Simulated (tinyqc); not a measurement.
Inside a calculation: density of states of one tight-binding band on the simple cubic lattice. Values are carried at full precision from step to step, so a last printed digit may differ when a step is redone from the rounded ones.

E(k) = -2 t (c1 + c2 + c3) - 4 t2 (c1 c2 + c2 c3 + c3 c1) with ci = cos(2 pi ki); k in fractions of the reciprocal vectors, mesh k_i = j/N with j = 0 .. N-1. Densities are per cell and per spin, so the band holds one state.

Values chosen for the exercise: t = 1.85 eV (nearest hopping); t2 = 0 eV (second hopping); N = 4 (mesh points along each axis); bins = 6 (bins of the histogram); E_lo = -11.213 eV (lower end of the histogram); E_hi = 11.217 eV (upper end); E = 3.34 eV (energy at which the density is wanted); sigma = 0.185 eV (Gaussian width).

## Energies on the mesh

Evaluate the band at all 64 points and collect equal values.

Distinct energies:

| E_k (eV) | points |
|---|---|
| -11.1000 | 1 |
| -7.4000 | 6 |
| -3.7000 | 15 |
| 0.0000 | 20 |
| 3.7000 | 15 |
| 7.4000 | 6 |
| 11.1000 | 1 |

The 64 points give 7 distinct energies between -11.1000 and 11.1000 eV; a dense mesh gives a band from -11.100 to 11.100 eV.

## Histogram

Count the points in equal bins from E_lo to E_hi; g = count/(all points x bin width).

Histogram:

| from (eV) | to (eV) | points | g (1/eV) |
|---|---|---|---|
| -11.2130 | -7.4747 | 1 | 0.0042 |
| -7.4747 | -3.7363 | 6 | 0.0251 |
| -3.7363 | 0.0020 | 35 | 0.1463 |
| 0.0020 | 3.7403 | 15 | 0.0627 |
| 3.7403 | 7.4787 | 6 | 0.0251 |
| 7.4787 | 11.2170 | 1 | 0.0042 |

Empty bins: 0 of 6; the fullest holds 35 points.

## Gaussian broadening at one energy

Gaussian broadening: g(E) = mean over the mesh of exp(-(E - E_k)^2/(2 sigma^2))/(sigma sqrt(2 pi)), n(E) = mean of erfc((E_k - E)/(sigma sqrt 2))/2.

Sum over the distinct energies with their counts.

n(E) = 0.6623
g(E) = 0.0761 1/eV

## One tetrahedron of the mesh

For corner energies e1 <= e2 <= e3 <= e4 and eij = ei - ej, the share of the tetrahedron below E is n = (E - e1)^3/(e21 e31 e41) for e1 < E < e2; n = [e21^2 + 3 e21 x + 3 x^2 - (e31 + e42) x^3/(e32 e42)]/(e31 e41) with x = E - e2 for e2 < E < e3; n = 1 - (e4 - E)^3/(e41 e42 e43) for e3 < E < e4; its density of states is g = dn/dE.

corner energies, sorted (eV): -7.4000  -3.7000  0.0000  3.7000

Find its share below E and its density of states at E.

n = 0.9998
g = 0.0013 1/eV

E lies between corners 3 and 4.

## Sum over all linear tetrahedra

Each cube of the mesh, corners numbered 0 to 7 as the binary number (i j l), is cut into six tetrahedra around the diagonal 0-7: 0137, 0157, 0237, 0267, 0457, 0467. For corner energies e1 <= e2 <= e3 <= e4 and eij = ei - ej, the share of the tetrahedron below E is n = (E - e1)^3/(e21 e31 e41) for e1 < E < e2; n = [e21^2 + 3 e21 x + 3 x^2 - (e31 + e42) x^3/(e32 e42)]/(e31 e41) with x = E - e2 for e2 < E < e3; n = 1 - (e4 - E)^3/(e41 e42 e43) for e3 < E < e4; its density of states is g = dn/dE.

Average n and g over all pieces of the mesh. The reference uses the same method with N = 36.

n(E) = 0.8079
g(E) = 0.0738 1/eV
reference n(E) = 0.759
reference g(E) = 0.078 1/eV

On this mesh the linear method errs by -0.004 1/eV in g and +0.049 in n; the Gaussian sum erred by -0.002 and -0.097.

## Checks

- States below the top of the band by the linear method against one: both 1.000000.

tinyqc: `OMP_NUM_THREADS=1 python tinyqc.py 1682063 1682064 out.jsonl`; about 0.2 s, one thread, shared Intel(R) Xeon(R) Processor @ 2.30GHz.
